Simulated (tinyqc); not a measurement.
Short-channel transistor, virtual-source model with series resistance: transfer curves at low and high drain voltage.

The current per gate width is the charge at the top of the source barrier (the virtual source) times its velocity times a saturation function; al and be are fitting constants of the model. Units: I in uA/um, Rs in ohm um, so I Rs = 1e-6 I Rs in volts; Q in uC/cm^2, so I = 1e-4 Q vx0 Fsat with vx0 in cm/s.

Intrinsic voltages Vg' = Vgs - I Rs, Vd' = Vds - 2 I Rs. n = n0 + nd Vd', VT = VT0 - dl Vd', Ff = 1/(1 + exp((Vg' - VT + al Vt/2)/(al Vt))), Q = Cinv n Vt ln(1 + exp((Vg' - VT + al Vt Ff)/(n Vt))), Vdsat = (vx0 L/mu)(1 - Ff) + Vt Ff, Fsat = u/(1 + u^be)^(1/be) with u = Vd'/Vdsat, and I = Q vx0 Fsat per width. I is solved self-consistently. Columns for Vds = 0.05 V and 0.6 V; gm = dI/dVgs at 0.6 V.

Inputs (values chosen for the exercise):
```
symbol   value        unit                                                         meaning
T          325           K                                                     temperature
Cinv      3.08     uF/cm^2                                           inversion capacitance
vx0     3.33e7        cm/s                                  velocity at the virtual source
mu         110  cm^2/(V s)                                               apparent mobility
L           12          nm                                                  channel length
VT0      0.353           V                                 threshold at zero drain voltage
dl       0.199         V/V                                  drain-induced barrier lowering
n0        1.17                                                         subthreshold factor
nd         0.1         1/V                                  growth of n with drain voltage
al         3.5              threshold shift (in units of Vt) from weak to strong inversion
be           2                                                     sharpness of saturation
Rs          90      ohm um                               series resistance of each contact
```

Constants: q = 1.602176634e-19 C, kB = 1.380649e-23 J/K, Vt = kB T/q. Results are converted to the units shown.

Results:

| Vgs (V) | I, low Vds (uA/um) | I, high Vds (uA/um) | gm (uS/um) |
|---|---|---|---|
| 0 | 0.12842 | 4.6039 | 115.53 |
| 0.07 | 0.80726 | 23.735 | 508.05 |
| 0.15 | 4.9795 | 102.87 | 1551.1 |
| 0.22 | 17.627 | 246.14 | 2492.2 |
| 0.3 | 48.240 | 473.27 | 3101.6 |
| 0.38 | 85.610 | 731.45 | 3300.5 |
| 0.53 | 138.70 | 1218.3 | 3107.9 |
| 0.6 | 156.47 | 1428.6 | 2891.0 |

Estimate the missing row, Vgs = 0.45 V.

Computed row:

| Vgs (V) | I, low Vds (uA/um) | I, high Vds (uA/um) | gm (uS/um) |
|---|---|---|---|
| 0.45 | 113.43 | 962.35 | 3273.3 |

With this row back in the table: At Vds = 0.6 V the current spans 2.5 decades, from 4.60 to 1430 uA/um. Between the first two rows the swing is 98.3 mV a decade, against n Vt ln 10 = 79.3. At Vgs = 0 the higher drain voltage raises the current by a factor of 35.9, at Vgs = 0.6 V by 9.13. The transconductance goes from 116 through a maximum of 3300 (at Vgs = 0.38 V among the rows listed) to 2890 uS/um; Cinv vx0, its value in strong inversion and saturation without series resistance, is 10300 uS/um.

Program tinyqc, `OMP_NUM_THREADS=1 python tinyqc.py 2380154 2380155 out.jsonl`; Intel Xeon 2.30GHz, shared host, one thread, about 0.02 s.
